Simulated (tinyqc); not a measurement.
bcc against fcc: Finnis-Sinclair potential for a bcc metal: fit to cohesion and elasticity, then vacancy, surfaces and structure. Computed by tinyqc, a small Python program. Command: `OMP_NUM_THREADS=1 python tinyqc.py 3114345 3114346 out.jsonl fsfit walk`. One thread of a shared host (Intel(R) Xeon(R) Processor @ 2.30GHz), about 0.01 s of CPU time with the checks.

E = (1/2) sum V(r) - A sqrt(rho), rho = sum phi(r), phi = (r - d)^2 for r < d, V = (r - c)^2 (c0 + c1 r + c2 r^2) for r < c. In bcc the 8 first neighbours lie at sqrt(3) a/2 and the 6 second at a; both cut-offs lie below the third shell; Omega = a^3/2; E is per atom and z the number of atoms in a shell. The four constants A, c0, c1, c2 are fitted to E_c, zero pressure, B and C12 - C44 alone, so C44 and C11 - C12 are not matched singly; defects are unrelaxed.

Inputs (values chosen for the exercise, modelled on molybdenum):
```
quantity             value      unit
lattice constant a   3.147  angstrom
cohesive energy E_c   6.73        eV
target C11             475       GPa
target C12             157       GPa
target C44             107       GPa
density cut-off d/a  1.312         -
pair cut-off c/a     1.024         -
```

Constants: 1 eV/angstrom^3 = 160.2176634 GPa.

Method:
- rho = sum z phi, rho1 = sum z r phi', rho2 = sum z r^2 phi''. At zero pressure the effective pair part V + 2 F' phi obeys C12 = C44, so C12 - C44 = F'' (rho1/3)^2/Omega with F'' = A/(4 rho^(3/2)); this gives A.
- With v_k = (r - c)^2 r^k the rows are (1/2) sum z v_k, (1/2) sum z r v_k' and (1/2) sum z r^2 v_k''. With rho1 = sum z r phi' and rho2 = sum z r^2 phi'' the right-hand sides are: -E_c + A sqrt(rho) (cohesion); A rho1/(2 sqrt(rho)) (zero pressure); 9 B Omega + A [rho2/(2 sqrt(rho)) - rho1^2/(4 rho^(3/2))] with B = (C11 + 2 C12)/3.
- Solve the three equations.
- E of each lattice against the volume per atom, as a multiple of Omega; all neighbours inside the cut-offs are summed.

c0, c1, c2 (eV/angstrom^2, eV/angstrom^3, eV/angstrom^4): 30.3610  -21.9801  4.1999

A = 1.81234 eV/angstrom

Energies (eV/atom):
```
V/Omega      bcc      fcc  fcc less bcc (meV)
0.80     -6.1147  -6.0880               26.73
0.84     -6.3573  -6.2599               97.44
0.88     -6.5297  -6.3739              155.76
0.92     -6.6441  -6.4460              198.12
0.96     -6.7091  -6.4882              220.96
1.00     -6.7300  -6.5092              220.80
1.05     -6.6985  -6.5154              183.11
1.10     -6.6114  -6.5068              104.55
1.20     -6.3926  -6.4519              -59.34
```

What follows from these numbers?

The lowest fcc row, at V/Omega = 1.05, lies +215 meV from the bcc minimum: the fit keeps bcc stable, though nothing in it asked for that.

Extremes, crossings and ranges named in words are read from the listed rows.
